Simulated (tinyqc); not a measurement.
Which input was changed? Model: deep-level transient spectroscopy (DLTS) of one majority-carrier trap. Computed by tinyqc, a small Python program. Command: `OMP_NUM_THREADS=1 python tinyqc.py 3031853 3031854 out.jsonl dlts which`. One thread of a shared host (Intel(R) Xeon(R) Processor @ 2.30GHz), about 0.8 s of CPU time with the checks.

A filling pulse loads the traps in a one-sided junction; under reverse bias they empty at the rate e, and the capacitance relaxes as C(t) = C_0 - dC exp(-e t). The signal is S = [C(t_2) - C(t_1)]/dC.

Inputs (values chosen for the exercise, with mass and screening modelled on GaP):
```
quantity                   value  unit
density-of-states mass m   0.493   m_0
valleys M                      3     -
trap depth E_t             0.724    eV
cross-section sigma_0      2e-14  cm^2
degeneracy ratio g             2     -
gate time t_1              0.004     s
ratio t_2/t_1                 10     -
temperature T                493     K
dielectric constant eps     10.9     -
mean field F              110000  V/cm
```

Carriers: electrons. Extra term: Poole-Frenkel lowering.

Constants: k_B = 8.617333262e-05 eV/K; k_B = 1.380649e-23 J/K; m_0 = 9.1093837015e-31 kg; h = 6.62607015e-34 J s; e = 1.602176634e-19 C; eps_0 = 8.8541878128e-12 F/m.

Method:
- e = g sigma v N_b exp(-E/k_B T), v = sqrt(3 k_B T/m), N_b = 2 M (2 pi m k_B T/h^2)^(3/2), sigma = sigma_0, E = E_t - dE with the one-dimensional Poole-Frenkel lowering dE = sqrt(e^3 F/(pi eps eps_0)), F being held as an input apart from the bias (the centre is charged when empty).
- S(e) = exp(-e t_1) - exp(-e t_2) peaks at the rate window e_0 = ln(t_2/t_1)/(t_2 - t_1).
- T_p solves e(T) = e_0 (bisection between 15 and 1500 K); the half-height points solve S = S_max/2 on either side.
- t_1 is scaled by 0.1, 0.3, 1, 3, 10 and 30 at fixed t_2/t_1; each T_p by bisection.
- Least squares of ln(e_0/T_p^2) on 1/(k_B T_p): slope -E_a, intercept ln(gamma sigma_a) with gamma = v N_b/T^2 = sqrt(3 k_B/m) 2 M (2 pi m k_B/h^2)^(3/2). For comparison, the slope of ln e_0 alone.

Task: One of these inputs alone was changed, within the range given: cross-section sigma_0 (1e-14 to 4e-14); gate time t_1 (0.002 to 0.008); ratio t_2/t_1 (5 to 20); mean field F (5.5e+04 to 2.2e+05). Which one, and to what value?

Results:
```
run     emission rate e (1/s)  full width (K)  apparent depth E_a (eV)
before           1.118515e+07        30.66026                0.6477589
after            1.476439e+07        30.08707                0.6477589
```

Result:

Each candidate set to reproduce emission rate e, and what it then gives:
```
candidate                         range searched  value needed  full width (K)  apparent depth E_a (eV)
cross-section sigma_0 (cm^2)      1e-14 to 4e-14     2.640e-14          30.087                  0.64776
gate time t_1 (s)                 0.002 to 0.008     no effect               -                        -
ratio t_2/t_1                            5 to 20     no effect               -                        -
mean field F (V/cm)           5.5e+04 to 2.2e+05        146700          30.178                  0.63596
```

Only cross-section sigma_0 fits every result: it went from 2e-14 to 2.64e-14 cm^2. The next best candidate, mean field F, misses one result by 1.8 %.
